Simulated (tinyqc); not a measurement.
Worked calculation: classical Heisenberg spin chain: exact results, Metropolis, heat-bath and over-relaxation steps, and a Monte Carlo run. Computed by tinyqc, a small Python program that keeps every step. Command: `OMP_NUM_THREADS=1 python tinyqc.py 3130594 3130595 out.jsonl heismc walk`. One thread of a shared host (Intel(R) Xeon(R) Processor @ 2.30GHz), about 0.2 s of CPU time with the checks. Intermediate numbers are printed to about 6 digits and carried at full precision; extremes and crossings named in words are read from the listed rows.

E = -J sum_i s_i . s_(i+1) for unit vectors s_i on an open chain; K = J/(k_B T).

Inputs (values chosen for the exercise, for a model chain of large moments):
```
quantity                     value  unit
coupling J                      30   meV
temperature T                  231     K
moment mu                      2.9  mu_B
length N of the open chain       8     -
seed                        688517     -
```

Update: Metropolis.

Constants: k_B = 8.617333262e-05 eV/K; mu_B = 5.7883818060e-05 eV/T.

## Exact results

Each bond angle is independent, so u = <s_i . s_(i+1)> = coth K - 1/K, <s_i . s_(i+n)> = u^n, correlation length xi = -1/ln|u|, energy per bond -J u, heat capacity per bond c/k_B = 1 - K^2/sinh^2 K, and for the long chain chi = mu^2 (1 + u)/(3 k_B T (1 - u)) per spin.

K = 1.50708

u = 0.439707

xi = 1.21707 sites

energy per bond = -13.1912 meV

heat capacity = 0.506806 k_B/bond

chi over the Curie value = 2.56956

chi = 0.0209462 mu_B/T per spin

## Finite chain

For N spins, <|sum s|^2>/N = (1 + u)/(1 - u) - 2 u (1 - u^N)/(N (1 - u)^2); the long chain has (1 + u)/(1 - u), chi over the Curie value, and the difference is relative to it.

<|sum s|^2>/N = 2.21989

difference from the long chain = -13.6084 %

## Four single-spin steps

four neighbouring spins (rows; components x, y, z):
```
         1        2        3
1  -0.4293  -0.8742  -0.2267
2   0.3676   0.0161  -0.9299
3   0.4488   0.6973  -0.5588
4   0.1619   0.4040  -0.9003
```

random numbers, one row a step:
```
        1       2       3
1  0.8970  0.5267  0.0690
2  0.7455  0.3554  0.1554
3  0.1708  0.5765  0.7584
4  0.8613  0.2857  0.3792
```

The given spins are first normalised. Spins 2 and 3 are updated in turn, with h = K (sum of the two neighbours). Trial spin with z = 2 r1 - 1 and azimuth 2 pi r2; it is accepted if r3 < min(1, exp(h . s_trial - h . s_old)).

Steps:
```
spin      |h|  h . s before  h . s trial  acceptance  accepted          x          y       z
2     1.21387       1.10733    -0.930544     0.13031       yes  -0.599383  -0.101507  0.7940
3     0.81744       0.11153     0.587706     1.00000       yes  -0.535668   0.687007  0.4910
2     1.53404       1.21659     0.806534     0.66361        no  -0.599383  -0.101507  0.7940
3     0.81744       0.58771     0.292846     0.74464       yes  -0.153761   0.673949  0.7226
```

## A run and its error bars

From the ordered state (alternating for J < 0), with trial spins uniform on the sphere, 200 sweeps are discarded and 1600 recorded (even and odd sites in turn; random numbers not printed, so these rows are one sample). Errors are the scatter of block means over sqrt(number of blocks).

Blocking:
```
block length  mean bond product      error  <|sum s|^2>/N      error
1                      0.429765  0.0045031        2.07189  0.0331015
4                      0.429765  0.0066001        2.07189  0.0497477
16                     0.429765  0.0083759        2.07189  0.0644539
40                     0.429765  0.0083123        2.07189  0.0648137
80                     0.429765  0.0102866        2.07189  0.0666902
```

With blocks of 40 the bond product is 1.2 error bars from the exact u = 0.4397, and <|sum s|^2>/N is 2.3 from the exact 2.220. Blocking to 40 changes the two errors by factors 1.8 and 2.0, because successive sweeps are correlated. An error still rises at blocks of 80, so the bars may be too small. 48 % of the trial spins are accepted.

Checks made by the program: c against a difference of the energy (relative difference 6e-10).
